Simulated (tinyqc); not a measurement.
# Rigid-ion and shell models of the dielectric response of an ionic crystal, step by step

A worked calculation. Computed by tinyqc, a small Python program that keeps every step. Command: `OMP_NUM_THREADS=1 python tinyqc.py 3021748 3021749 out.jsonl shell walk`. One thread of a shared host (Intel(R) Xeon(R) Processor @ 2.30GHz), about 0.01 s of CPU time with the checks. Intermediate numbers are printed to about 5 digits and carried at full precision; extremes and crossings named in words are read from the listed rows.

Charges +Z and -Z; 4 nearest neighbours, Madelung constant M = 1.638055, volume per ion pair Omega = 3.079201 d^3. Energy per pair U = -M Z^2 e2/d + 4 A exp(-d/rho), e2 = e^2/(4 pi eps_0). In the shell model the anion is a core of charge Y - Z and a massless shell of charge -Y, joined by the spring k; the repulsion acts on the shell. Each ion feels the Lorentz field E + (4 pi/3) P (Gaussian units).

Inputs (values chosen for the exercise, for a model crystal):

| quantity | value | unit |
|---|---|---|
| nearest-neighbour distance d | 2.88 | angstrom |
| ionic charge Z | 1 | e |
| hardness d/rho | 8.16 | - |
| cation mass | 19 | u |
| anion mass | 19 | u |
| shell charge size Y | 2.6 | e |
| core-shell spring k | 39.3 | eV/angstrom^2 |
| cation polarisability alpha_+ | 0.25 | angstrom^3 |
| film thickness t | 7 | nm |

Structure: zinc blende.

Constants: e^2/(4 pi eps_0) = 14.39964548 eV angstrom; 1 eV/angstrom^3 = 160.2176634 GPa; nu for 1 eV/(angstrom^2 u) = 15.6333042 THz; 1 THz = 33.35640952 1/cm; eps_0 = 8.8541878128e-12 F/m; h x 1 THz = 4.135667696 meV.

## Equilibrium, bulk modulus and repulsive spring

Zero pressure fixes 4 A exp(-d/rho) = M Z^2 e2 rho/d^2. Then U = -(M Z^2 e2/d)(1 - rho/d), B = M Z^2 e2 (d/rho - 2)/(9 Omega d), and the spring of one sublattice against the other is R = (1/3) x (Laplacian of the repulsion summed over neighbours) = M Z^2 e2 (d/rho - 2)/(3 d^3), so R = 3 B Omega/d^2.

volume Omega = 73.556 angstrom^3

lattice energy U = -7.1864 eV/pair

bulk modulus B = 12.210 GPa

repulsive spring R = 2.0275 eV/angstrom^2

## Rigid ions

With C = 4 pi Z^2 e2/(3 Omega): mu lambda_TO = R - C, mu lambda_LO = R + 2 C; eps_inf = 1 and eps_s = lambda_LO/lambda_TO. lambda in eV/(angstrom^2 u) gives the wavenumber 15.6333042 x 33.35640952 x sqrt(lambda); mu is the reduced mass.

Coulomb spring C = 0.82002 eV/angstrom^2

omega_TO, rigid ions = 185.91 1/cm

omega_LO, rigid ions = 324.01 1/cm

eps_s, rigid ions = 3.0373

## Shell model: electronic response

Eliminating the shell gives the anion polarisability alpha_- = Y^2 e2/(k + R), the Szigeti charge Z_S = Z - Y R/(k + R) and the softened spring R' = k R/(k + R). With b = 4 pi (alpha_+ + alpha_-)/(3 Omega): eps_inf = (1 + 2b)/(1 - b) (Clausius-Mossotti); Born charge Z* = Z_S (eps_inf + 2)/3.

anion polarisability alpha_- = 2.3554 angstrom^3

Szigeti charge Z_S = 0.87245 e

softened spring R' = 1.9280 eV/angstrom^2

b = 0.14837

eps_inf = 1.5227

Born charge Z* = 1.0244 e

Overlap pushes the shell back and lowers the effective charge to 87 % of Z; the local field then raises the Born charge to 102 % of Z.

## Shell model: lattice response

mu lambda_TO = R' - (4 pi e2/(3 Omega)) Z_S^2/(1 - b); mu lambda_LO = mu lambda_TO + 4 pi e2 Z*^2/(eps_inf Omega); eps_s = eps_inf lambda_LO/lambda_TO.

mu lambda_TO = 1.1951 eV/angstrom^2

omega_TO = 184.96 1/cm

omega_LO = 287.65 1/cm

eps_s = 3.6829

share of R' left after the dipole term = 0.61987

The dipole field cancels 38 % of the short-range spring.

## As a gate dielectric

Capacitance per area eps_0 eps_s/t; equivalent oxide thickness EOT = t x 3.9/eps_s; the surface optical mode against silicon (eps = 11.7) lies at omega_TO sqrt[(eps_s + 11.7)/(eps_inf + 11.7)], and its squared coupling to channel electrons scales as g = hbar omega_SO [1/(11.7 + eps_inf) - 1/(11.7 + eps_s)], with hbar omega = h c x wavenumber.

capacitance per area = 4.6584 fF/micrometre^2

equivalent oxide thickness = 7.4126 nm

surface optical mode = 199.50 1/cm

remote-phonon coupling g = 0.26269 meV

## From rigid to soft shells

The formulas are those given above.

Response against the core-shell spring:

| k (eV/angstrom^2) | eps_inf | Z_S | Z* | omega_TO (1/cm) | omega_LO (1/cm) | eps_s |
|---|---|---|---|---|---|---|
| 31 | 1.6678 | 0.84039 | 1.0275 | 184.95 | 280.67 | 3.8412 |
| 39 | 1.5267 | 0.87151 | 1.0245 | 184.96 | 287.44 | 3.6873 |
| 51 | 1.4043 | 0.90059 | 1.0220 | 184.97 | 294.25 | 3.5540 |
| 71 | 1.2972 | 0.92781 | 1.0197 | 184.98 | 301.11 | 3.4373 |
| 100 | 1.2208 | 0.94833 | 1.0181 | 184.98 | 306.61 | 3.3541 |
| 160 | 1.1527 | 0.96747 | 1.0167 | 184.99 | 312.04 | 3.2799 |
| 310 | 1.0992 | 0.98311 | 1.0156 | 184.99 | 316.71 | 3.2215 |
| 1200 | 1.0576 | 0.99561 | 1.0147 | 185.00 | 320.60 | 3.1763 |

From the stiffest to the softest shell eps_inf rises from 1.06 to 1.67 and Z_S falls from 1.00 to 0.84; omega_LO moves by -12 % and omega_TO by 0.0 %. Screening by eps_inf cuts the LO frequency, which rigid ions overstate (rigid ions: 324 per cm); eps_s goes from 3.18 to 3.84.

Checks made by the program: TO spring by direct elimination of the shell from the 2 x 2 energy matrix (relative difference below 1e-10); Szigeti's relation mu lambda_TO (eps_s + 2)/(eps_inf + 2) = R' (relative difference below 1e-10).
